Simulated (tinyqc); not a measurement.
What moves the results: Boltzmann transport in a parabolic band with a power-law relaxation time. A value that a table varies takes the place of the one given here.

F_j(eta) = (1/Gamma(j + 1)) integral_0^infinity x^j dx/(1 + exp(x - eta)), which tends to exp(eta) for eta << 0.

n = N F_1/2(eta) with N = 2 (m kB T/(4 pi c))^(3/2) with c = hbar^2/2m0, in 1/angstrom^3; times 1e24 for 1/cm^3, m = md.

tau = tau0 x^r with x = E/kT. With K_j = Gamma(j + 1) F_j(eta): <tau> = tau0 (r + 3/2) K_(r+1/2)/((3/2) K_(1/2)); mu = <tau>/(mc m0/e), m0/e = 5.685630e-12 kg/C; Hall factor rH = (3/2) K_(1/2) (2r + 3/2) K_(2r+1/2)/((r + 3/2) K_(r+1/2))^2; Seebeck S = -(kB/e) [(r + 5/2) K_(r+3/2)/((r + 3/2) K_(r+1/2)) - eta]; Lorenz number L = (kB/e)^2 [(r + 7/2) K_(r+5/2)/((r + 3/2) K_(r+1/2)) - ((r + 5/2) K_(r+3/2)/((r + 3/2) K_(r+1/2)))^2]; kB/e in V/K. Valley anisotropy is left out of rH.

Constants: hbar^2/2m0 = 3.80998211 eV angstrom^2; kB = 8.617333262e-05 eV/K.

Values chosen for the exercise (masses near those of Si; tau0 is set for a mobility of the usual size at this n, kL is a free input; freeze-out and phonon drag, which matter near 77 K, are left out; the results hold for these values, not for the real material): md = 1.052 m0 (density-of-states mass); mc = 0.2567 m0 (conductivity mass); tau0 = 25 fs (tau at E = kT); r = 0 (exponent of tau); T = 300 K; kL = 2 W/(m K) (lattice thermal conductivity); ta = 220 fs (acoustic tau at E = kT and 300 K); ti = 280 fs (impurity tau at E = kT and 300 K); n = 2.7e+18 1/cm^3 (electron density).

## Doping: the thermoelectric optimum

tau0 is held fixed. sigma = e n mu with e = 1.602176634e-19 C; ZT = S^2 sigma T/(kL + L sigma T).

Results:
```
n (1/cm^3)    eta  mu (cm^2/(V s))  sigma (S/cm)     rH  S (microvolt/K)  L (1e-8)  S^2 sigma (mW/(m K^2))     ZT
3.0e+17     -4.50              171          8.23  1.000             -604     1.857                   0.300  0.045
8.0e+17     -3.51              171          22.0  1.000             -519     1.859                   0.592  0.088
3.0e+18     -2.16              171          82.3  1.000             -406     1.865                    1.36   0.20
8.0e+18     -1.12              171           220  1.000             -323     1.880                    2.29   0.32
2.0e+19     -0.04              171           549  1.000             -247     1.913                    3.35   0.43
3.0e+19      0.49              171           823  1.000             -215     1.939                    3.80   0.46
7.0e+19      1.83              171      1.92e+03  1.000             -152     2.026                    4.41   0.42
1.0e+20      2.55              171      2.74e+03  1.000             -128     2.078                    4.47   0.36
3.0e+20      5.86              171      8.23e+03  1.000              -68     2.267                    3.86   0.15
7.0e+20     10.49              171      1.92e+04  1.000              -40     2.373                    3.05  0.058
```

|S| falls by 198 microvolt/K from the first to the third row (198 a decade in the non-degenerate range; holes, which count near the intrinsic density, and non-parabolicity are left out). The power factor peaks at 1e+20 1/cm^3 of those listed (eta = 2.55, S = -128); ZT is largest at 3e+19 1/cm^3 (eta = 0.49). With a constant tau, mu does not depend on n and rH is 1. A real tau0 would fall with doping.

## The scattering mechanism

eta = -2.27022

Same eta for each exponent.

Results:
```
r                                     mechanism  <tau>/tau0     rH  S (microvolt/K)  L (1e-8 W ohm/K^2)
-0.5                           acoustic phonons       0.742  1.171           -372.3               1.503
0.0                  a constant relaxation time       1.000  1.000           -414.9               1.865
0.5   polar optical or piezoelectric scattering       1.520  1.101           -457.4               2.228
1.5                          ionised impurities       4.617  1.905           -542.5               2.961
```

From r = -1/2 to 3/2 |S| grows by 170.2 microvolt/K, against 2 kB/e = 172.3 in the non-degenerate limit: scattering that favours fast electrons raises the mean energy carried. rH is 1 only for constant tau and reaches 1.905 for r = 3/2; L spans 1.503 to 2.961 against the metallic 2.443.

## Mobility against temperature (two scattering mechanisms together, and the Matthiessen rule)

Non-degenerate electrons. 1/tau(x) = x^(1/2)/tA + 1/(tI x^(3/2)), x = E/kT, with tA = ta (T/300)^(-3/2) and tI = ti (T/300)^(3/2) (the screening logarithm is held fixed). <tau> = integral x^(3/2) tau exp(-x) dx/Gamma(5/2); mu = <tau>/(mc m0/e), m0/e = 5.685630e-12 kg/C. Matthiessen: 1/mu = 1/muA + 1/muI with <tau>A = tA Gamma(2)/Gamma(5/2), <tau>I = tI Gamma(4)/Gamma(5/2).

rH = <tau^2>/<tau>^2. ta and ti are inputs of their own, not tied to tau0.

Mobilities (cm^2/(V s)):
```
T (K)  acoustic  impurity  Matthiessen     exact     rH  Matthiessen/exact
40     2.33e+04       422          414       399  1.792              1.038
60     1.27e+04       774          730       659  1.611              1.108
80     8.23e+03  1.19e+03     1.04e+03       868  1.445              1.200
120    4.48e+03  2.19e+03     1.47e+03  1.08e+03  1.227              1.362
160    2.91e+03  3.37e+03     1.56e+03  1.10e+03  1.120              1.423
220    1.81e+03  5.44e+03     1.36e+03       981  1.052              1.381
300    1.13e+03  8.66e+03     1.00e+03       786  1.030              1.276
400         737  1.33e+04          698       591  1.035              1.180
550         457  2.15e+04          447       406  1.058              1.103
```

The exact mobility peaks at 160 K of those listed. The two mechanisms are equal between 120 and 160 K. The rule overestimates everywhere, most at 160 K (by 42 %), since impurities stop the slow electrons and phonons the fast ones. rH runs between 1.030 and 1.792; the pure limits are 1.178 and 1.933, and the mixture dips below both, since the opposite energy slopes of the two rates leave tau nearly constant. Optical and intervalley phonons, left out, lower real mobilities above about 150 K.

## What moves the coefficients

sigma = e n mu with e = 1.602176634e-19 C; ZT = S^2 sigma T/(kL + L sigma T). Each row changes one parameter from the base and keeps the others.

Results:
```
case                mu (cm^2/(V s))  sigma (S/cm)  S (microvolt/K)     ZT
base                          171.3         74.10           -414.9  0.187
md = 1.368 m0                 171.3         74.10           -448.6  0.219
mc = 0.3337 m0                131.8         57.00           -414.9  0.145
n = 5.4e+18 1/cm^3            171.3         148.2           -355.9  0.270
tau0 = 37.5 fs                256.9         111.1           -414.9  0.278
kL = 1 W/(m K)                171.3         74.10           -414.9  0.367
T = 350 K                     171.3         74.10           -434.6  0.239
```

The largest shifts from the base row, up to three for each result and ties (the steps differ in size, so this ranks the rows, not the parameters). mu (cm^2/(V s)): tau0 +85.6, mc -39.5; unchanged at the printed digits by md, n, kL and T. sigma (S/cm): n +74.1, tau0 +37.0, mc -17.1; unchanged at the printed digits by md, kL and T. S (microvolt/K): n +59.0, md -33.7, T -19.8; unchanged at the printed digits by mc, tau0 and kL. ZT: kL +0.180, tau0 +0.0909, n +0.0829. The row for T keeps tau0 fixed; for phonon scattering tau0 itself falls as T rises.

Computed by tinyqc, a small Python program: `OMP_NUM_THREADS=1 python tinyqc.py 1682470 1682471 out.jsonl` (the numbers bound the seed that draws the inputs); one thread of a shared host (Intel(R) Xeon(R) Processor @ 2.30GHz), about 0.01 s for the whole set of steps.
